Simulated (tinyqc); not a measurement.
# Permittivity and interlayer from two capacitances

Problem. A two-layer stack has Cox = eps0/(t1/e1 + t2/e2) and EOT = 3.9 eps0/Cox. Find e2, the EOT of layer 1 and, with e1 given, t1.

Parameters, values chosen for the exercise:
```
symbol  value  unit                           meaning
e1       3.98        relative permittivity of layer 1
```

Constants: eps0 = 8.8541878128e-14 F/cm where lengths are in cm. Results are converted to the units shown.

Cox at t2 = 2.5 and 8.1 nm (uF/cm^2): [2.3195664, 0.87523228]

Answer. EOT is linear in t2 with slope 3.9/e2, and its intercept is the EOT of layer 1.

e2 = 8.890
EOT of layer 1 = 0.3920 nm
t1 = 0.4000 nm

Computed by the program tinyqc: `OMP_NUM_THREADS=1 python tinyqc.py 2010166 2010167 out.jsonl`, one thread of a shared Intel Xeon 2.30GHz, about 0.01 s for the whole run.
